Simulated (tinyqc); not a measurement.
Junctionless gate-all-around wire, depletion approximation: two steps of the calculation.

A uniformly doped n-type wire of radius R under a surrounding gate; long channel. Below flat band a shell from radius rc to R is fully depleted and the neutral core, at channel potential V (0 at the source, Vd at the drain), carries the current with constant mobility; s = (rc/R)^2 is the share of the cross-section that conducts. The edge of the depleted shell is taken as abrupt, so there is no subthreshold current.

Values chosen for this exercise; material values close to those of germanium: relative permittivity of the semiconductor eps_r = 16.1; relative permittivity of the gate insulator eox = 7.5; insulator thickness tox = 4.3 nm; wire radius R = 10 nm; donor density Nd = 8.3e18 cm^-3; flat-band voltage Vfb = 1.02 V; gate voltage Vg = 0.76 V.

Constants: q = 1.602176634e-19 C, eps0 = 8.8541878128e-14 F/cm where lengths are in cm. Results are converted to the units shown.

Problem 1. Voltages that deplete the wire. Cox = eps0 eox/(R ln(1 + tox/R)); A = q Nd R^2/(4 eps0 eps_r); B = q Nd R/(2 Cox); VT = Vfb - A - B.

Wanted: Cox; A; B; VT.

Solution 1.

Cox = 1.8566 uF/cm^2
A = 0.23321 V
B = 0.35813 V
VT = 0.42866 V

Of the 0.591 V needed, 60.6 % drops over the insulator. The device is normally off.

Problem 2. Conducting share at the source by Newton steps. With V = 0: f = A (1 - s + s ln s) + B (1 - s) - (Vfb - Vg); f' = A ln s - B; s(new) = s - f/f'.

s at the start = 0.2
A = 0.23321361 V
B = 0.35812646 V

Give: f; f'; s after iteration 1.

Solution 2.

f = 0.1380 V
f' = -0.7335 V
s after iteration 1 = 0.3882

Numbers from tinyqc (`OMP_NUM_THREADS=1 python tinyqc.py 2460092 2460093 out.jsonl`; about 0.01 s on one thread of a shared Intel Xeon 2.30GHz).
